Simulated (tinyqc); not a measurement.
From results back to parameters: six-band hole subbands of a thin body in a field. Four cases, with inputs chosen for the exercise.

Problem. Without spin-orbit coupling the masses along a normal n are the inverse eigenvalues of C(n n^T)/c: 1/(g1 - 2 g2) twice and 1/(g1 + 4 g2) on (001); 1/(g1 - 2 g3) twice and 1/(g1 + 4 g3) on (111); on (110) 1/(g1 + g2 - 3 g3), 1/(g1 - 2 g2) and 1/(g1 + g2 + 3 g3). Three masses were computed from hidden g1, g2, g3.

Find: g1, g2, g3; heaviest mass on (110).

Method. The inverse masses on (001) differ by 6 g2, which gives g2 and g1; g3 = (g1 - 1/m(111))/2.

Case 1.

heavy and light mass on (001) (m0): 0.278552  0.177620

heavy mass on (111) = 0.729927 m0

Solution.

g1, g2, g3: 4.27  0.34  1.45

heaviest mass on (110) = 3.85 m0

Case 2.

heavy and light mass on (001) (m0): 0.277008  0.176991

heavy mass on (111) = 0.709220 m0

Solution.

g1, g2, g3: 4.29  0.34  1.44

heaviest mass on (110) = 3.23 m0

Case 3.

heavy and light mass on (001) (m0): 0.276243  0.176678

heavy mass on (111) = 0.714286 m0

Solution.

g1, g2, g3: 4.30  0.34  1.45

heaviest mass on (110) = 3.45 m0

Case 4.

heavy and light mass on (001) (m0): 0.275482  0.176367

heavy mass on (111) = 0.699301 m0

Solution.

g1, g2, g3: 4.31  0.34  1.44

heaviest mass on (110) = 3.03 m0

Computed by tinyqc, one run a case: `OMP_NUM_THREADS=1 python tinyqc.py N N+1 out.jsonl` with N = 1280004, 1280013, 1280017, 1280026; one thread of a shared Intel(R) Xeon(R) Processor @ 2.30GHz, about 0.3 s a run at most.
